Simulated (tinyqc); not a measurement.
Input admittance of a MOSFET at zero drain bias: distributed channel and distributed gate: two steps of the calculation.

Source and drain grounded, strong inversion, w = 2 pi f, Cox = eps0 eox/tox. The channel is an RC line of resistance 1/(mu Cox Vo) per square fed from both ends, so one finger has the intrinsic admittance y = i w Cox L tanh(g)/g per width, g = (1/2) sqrt(i w tau), tau = L^2/(mu Vo). The vertical resistance rv/L is in series with y, the overlaps 2 i w Cov in parallel: y_t = 1/(1/y + rv/L) + 2 i w Cov. The gate strip is a line of Rsh/L per length loaded by y_t, so a finger has Y = y_t Wf tanh(k)/k, k = (Wf/sd) sqrt(y_t Rsh/L); the device has Nf Y.

Inputs (values chosen for the exercise); values of the order met in silicon radio-frequency transistors: relative permittivity of the gate insulator (close to silicon dioxide) eox = 3.9; insulator thickness tox = 3.9 nm; channel length L = 0.75 um; finger width Wf = 1 um; number of fingers Nf = 16; channel mobility mu = 240 cm^2/(V s); gate overdrive Vo = 0.32 V; sheet resistance of the gate Rsh = 28 ohm/square; vertical resistivity of the gate stack rv = 0 ohm um^2; number of ends at which a finger is contacted sd = 2; overlap and fringe capacitance on each side Cov = 0.16 fF/um; frequency f = 5.6 GHz.

Constants: eps0 = 8.8541878128e-14 F/cm where lengths are in cm. Results are converted to the units shown.

Problem 1. Low-frequency resistances and capacitance. Low-frequency limits, with c = Cox L and ct = c + 2 Cov: R_strip = Rsh Wf/(3 sd^2 L Nf), R_ch = (c/ct)^2 L/(12 mu Cox Vo Wf Nf), R_vert = (c/ct)^2 rv/(L Wf Nf), C = ct Wf Nf.

Wanted: parts; sum; C; 1/(2 pi R C).

Solution 1.

parts (ohm): strip 0.1944, channel 52.28, vertical 0
sum = 52.48 ohm
C = 111.4 fF
1/(2 pi R C) = 27.23 GHz

The channel term is the largest, 99.6 % of the sum.

Problem 2. Admittance of the channel and stack per width. tau, g, c = Cox L, y and y_t as defined.

Find: tau; g; c; y; y_t.

Solution 2.

tau = 73.24 ps
g = 0.5676+0.5676i
c = 6.641 fF/um
y = 47.0+221.5i uS/um
y_t = 47.0+232.8i uS/um

w tau = 2.58, and Im y is 0.948 of w c.

tinyqc, about 0.01 s, one thread, Intel Xeon 2.30GHz (shared host): `OMP_NUM_THREADS=1 python tinyqc.py 2262001 2262002 out.jsonl`
